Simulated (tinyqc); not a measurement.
Solubility, supersaturation, precipitation and gettering of an impurity in a silicon-like host: one step, computed by the program tinyqc.

The wafer was saturated at T1 and is then held at T.

Question. Solubility, diffusivity, supersaturation. C_eq(T) = N0 exp(S/k_B - H/(k_B T)); D(T) = D0 exp(-Q/(k_B T)); C0 = C_eq(T1). Supersaturation s = C0/C_eq(T); critical radius r* = 2 gamma/(C_p k_B T ln s); barrier W* = (4 pi/3) gamma r*^2. Strain energy is left out.

Inputs (values chosen for the exercise, modelled on cobalt in silicon):

| quantity | value | unit |
|---|---|---|
| site density N0 | 5e+22 | 1/cm^3 |
| enthalpy of solution H | 2.83 | eV |
| entropy of solution S | 7.8 | k_B |
| diffusion prefactor D0 | 0.0011 | cm^2/s |
| migration energy Q | 0.518 | eV |
| temperature of saturation T1 | 1375 | K |
| anneal temperature T | 1142 | K |
| impurity density in the precipitate C_p | 5.9e+22 | 1/cm^3 |
| interface energy gamma | 0.8 | J/m^2 |

Constants: k_B = 8.617333262e-05 eV/K; k_B = 1.380649e-23 J/K.

Give: C0; C_eq(T); D(T); supersaturation s; critical radius r*; W*/(k_B T).

Answer.

C0 = 5.1723e+15 1/cm^3

C_eq(T) = 3.9568e+13 1/cm^3

D(T) = 5.6938e-06 cm^2/s

supersaturation s = 130.72

critical radius r* = 0.35295 nm

W*/(k_B T) = 26.477

Caution: the barrier to homogeneous nucleation is below 35 k_B T for these inputs, so new precipitates would form and outnumber the fixed sinks assumed here. Caution: a critical radius of atomic size is outside the capillary model.
